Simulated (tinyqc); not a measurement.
# Changing the source-to-wafer distance h

Model: vacuum evaporation: vapour pressure, source flux, thickness distribution, purity and step coverage. Computed by tinyqc, a small Python program. Command: `OMP_NUM_THREADS=1 python tinyqc.py 3113524 3113525 out.jsonl evap sweep`. One thread of a shared host (Intel(R) Xeon(R) Processor @ 2.30GHz), about 0.01 s of CPU time with the checks.

Molecular flow, unit sticking of the metal, no re-evaporation. The background gas is taken as water vapour (18.015 g/mol, collision diameter 0.37 nm) at 300 K.

Inputs (values chosen for the exercise, modelled on gold, with constants for the liquid):
```
quantity                     value    unit
molar mass M                196.97   g/mol
film density rho              19.3  g/cm^3
vapour-pressure constant A   10.79       -
vapour-pressure constant B   18100       K
source temperature T          1860       K
source area                    7.7    cm^2
directionality n                 3       -
wafer radius R                 2.5      cm
background pressure p        3e-08      Pa
sticking of background gas     0.5       -
```

Constants: u = 1.6605390666e-27 kg; k_B = 1.380649e-23 J/K; R = 8.314462618 J/(mol K).

Method:
- log10(p_v/Pa) = A - B/T; flux from the surface Phi = p_v/sqrt(2 pi m k_B T), m = M u.
- Mass loss = Phi x area x m; heat of evaporation = ln(10) R B; d ln Phi/dT = ln(10) B/T^2 - 1/(2 T).
- A small source emits (n + 1) Phi area cos^n(phi)/(2 pi) per solid angle; on a parallel plane at height h and lateral distance l the arrival rate is (n + 1) Phi area/(2 pi h^2) x (1 + (l/h)^2)^(-(n + 3)/2). Growth rate = arrival rate x m/rho, m = M u. The wafer is fixed and centred above the source.
- Mean free path lambda = k_B T_g/(sqrt2 pi d^2 p); unscattered share exp(-h/lambda); gas arrival p/sqrt(2 pi m_g k_B T_g); impurity ratio = sticking x gas arrival/metal arrival; monolayer time = 1e15 cm^-2/(sticking x gas arrival).

One run for each value; columns: (1) source-to-wafer distance h (cm); (2) non-uniformity (max - min)/(max + min) (%); (3) growth rate at the centre (nm/s); (4) share of the material that lands on the wafer, 1 - (1 + (R/h)^2)^(-(n + 1)/2) (%); (5) impurity ratio:
```
(1)           (2)         (3)         (4)         (5)
3.0    6.5899e+01  4.6007e+02  6.5171e+01  1.9803e-08
5.1    3.1224e+01  1.5919e+02  3.4994e+01  5.7230e-08
8.6    1.2109e+01  5.5985e+01  1.4977e+01  1.6273e-07
15.0   4.1075e+00  1.8403e+01  5.3324e+00  4.9507e-07
25.0   1.4924e+00  6.6250e+00  1.9704e+00  1.3752e-06
42.0   5.3052e-01  2.3473e+00  7.0487e-01  3.8813e-06
71.0   1.8586e-01  8.2139e-01  2.4751e-01  1.1092e-05
120.0  6.5090e-02  2.8754e-01  8.6749e-02  3.1684e-05
```

Describe and explain the trends.

Over the rows, non-uniformity (max - min)/(max + min) (%) falls from 65.9 to 0.0651 (exponent d ln y / d ln x -1.4 between the first rows and -2.0 between the last); growth rate at the centre (nm/s) falls from 460 to 0.288 (exponent d ln y / d ln x about -2.0 throughout); share of the material that lands on the wafer, 1 - (1 + (R/h)^2)^(-(n + 1)/2) (%) falls from 65.2 to 0.0867 (exponent d ln y / d ln x -1.2 between the first rows and -2.0 between the last). At the high end the exponent of non-uniformity (max - min)/(max + min) is -2.00, close to -2: the fall-off goes as (R/h)^2. The exponent of growth rate at the centre stays at -2: a point source. The exponent of impurity ratio stays at 2: the metal flux falls as 1/h^2. A longer throw buys uniformity with rate, material use and purity.
